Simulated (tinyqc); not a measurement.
# Electroplating on a thin resistive seed layer: kinetics, Wagner number and the terminal effect across a wafer, step by step

A worked calculation. Computed by tinyqc, a small Python program that keeps every step. Command: `OMP_NUM_THREADS=1 python tinyqc.py 3121090 3121091 out.jsonl terminal walk`. One thread of a shared host (Intel(R) Xeon(R) Processor @ 2.30GHz), about 0.02 s of CPU time with the checks. Intermediate numbers are printed to about 7 digits and carried at full precision; extremes and crossings named in words are read from the listed rows.

Current enters the seed at the rim. The bath is treated as a local resistance per area (no lateral flow in the liquid), two electrons per ion, molar volume 7.11 cm^3/mol, Faraday constant F = e N_A, kinematic viscosity 0.01 cm^2/s, omega = 2 pi x rpm/60; k_B T/e is in volts.

Inputs (values chosen for the exercise, of the order of those for copper plating on a thin cobalt or ruthenium seed):
```
quantity                               value         unit
wafer radius R                           7.5           cm
seed thickness t                          60           nm
seed resistivity                          22  microohm cm
bath conductivity kappa                 0.53         S/cm
gap to the anode h                       3.2           cm
extra resistance of a porous plate         0     ohm cm^2
exchange current density i_0             1.5      mA/cm^2
cathodic transfer coefficient alpha     0.51            -
mean current density                     6.6      mA/cm^2
diffusivity of the metal ion         5.5e-06       cm^2/s
metal ion concentration                 0.63        mol/L
rotation rate                             60          rpm
temperature T                            298            K
```

Constants: e = 1.602176634e-19 C; N_A = 6.02214076e+23 1/mol; k_B = 8.617333262e-05 eV/K.

## Rate, limit and resistances

Growth rate = i V_m/(2 F). Levich limit i_L = 0.62 x 2 F D^(2/3) omega^(1/2) nu^(-1/6) c. Tafel overpotential eta = (k_B T/(alpha e)) ln(i/i_0); kinetic resistance k_B T/(alpha e i); bath resistance h/kappa + plate; R_s = resistivity/t; Wagner number = kinetic resistance x kappa/R.

growth rate = 145.9061 nm/min

limiting current i_L = 126.8300 mA/cm^2

overpotential = 74.60214 mV

kinetic resistance = 7.629130 ohm cm^2

bath resistance R_b = 6.037736 ohm cm^2

sheet resistance R_s = 3.666667 ohm/square

Wagner number = 0.5391252

## Linear estimate of the terminal effect

Linearised: with R_t = kinetic + bath resistance the current density obeys (1/r)(r i')' = i R_s/R_t, so i = A I_0(r/l), l = sqrt(R_t/R_s); with x = R/l, edge/centre = I_0(x) and edge/mean = x I_0(x)/(2 I_1(x)). Voltage drop in the seed for a uniform current: i R_s R^2/4.

length l = 1.930629 cm

x = R/l = 3.884745

edge over centre, linear = 10.23393

edge over mean, linear = 2.261360

drop for uniform current = 340.3125 mV

## Current distribution

Full model: seed potential phi(r) with (1/r)(r phi')' = R_s i, where i solves phi = R_b i + (k_B T/(alpha e)) ln(i/i_0) (phi being the driving voltage left at r); phi'(0) = 0 and phi'(R) = R_s i_mean R/2. Solved by collocation to a tolerance of 1e-7.

Across the wafer:
```
r/R   i (mA/cm^2)    i/mean  i/mean, linear
0.00      2.06351  0.312653        0.220967
0.20      2.20971  0.334805        0.255593
0.40      2.73646  0.414616        0.375886
0.60      4.01955  0.609022        0.639752
0.75      6.13262  0.929185        1.005848
0.90     10.62290  1.609530        1.625233
1.00     16.37596  2.481206        2.261360
```

edge over centre, full model = 7.935966

The full model gives 7.94 against 10.2 from the linear form.

## As the film thickens, and with more bath resistance

The film is taken as uniform, with the seed resistivity; the last column adds 100 ohm cm^2 to R_b. Extra power of that plate = i^2 x 100 ohm cm^2 x area.

Edge over centre:
```
thickness (nm)  R_s (ohm/square)  as given  with 100 ohm cm^2 more
60                      3.666667  7.935966                1.507054
90                      2.444444  4.973338                1.325866
120                     1.833333  3.722679                1.239920
180                     1.222222  2.636843                1.156998
300                     0.733333  1.893368                1.092799
600                     0.366667  1.412422                1.045879
1200                    0.183333  1.197481                1.022810
```

extra power = 0.7697687 W

The ratio falls below 1.1 in none of these rows as given, and from 300 nm on with the added resistance: what counts is R_s R^2 against the sum of kinetic and bath resistance.

Checks made by the program: mean of the distribution (relative difference 5e-07).
